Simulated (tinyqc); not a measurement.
Thermal resistances of a two-die stack.

Inverse problem. Heat leaves through the lower die only, and the system is linear. Find the resistance R1 from the lower die to the coolant, R2 between the dies, and the rise of the upper die when both are powered.

Parameters, values chosen for the exercise:
- P1 = 42 W (power of the lower die)
- P2 = 13 W (power of the upper die)

rises of the lower and upper die with only the lower one powered (K): 29.4  29.4
rises of the lower and upper die with only the upper one powered (K): 9.1  12.48

Solution. With only the lower die powered no heat crosses R2, so both dies rise by P1 R1; the difference in the second test is P2 R2; rises add.

R1 = 0.7000 K/W
R2 = 0.2600 K/W
rise of the upper die = 41.88 K

Computed by the program tinyqc: `OMP_NUM_THREADS=1 python tinyqc.py 2162193 2162194 out.jsonl`, one thread of a shared Intel Xeon 2.30GHz, about 0.03 s for the whole run.
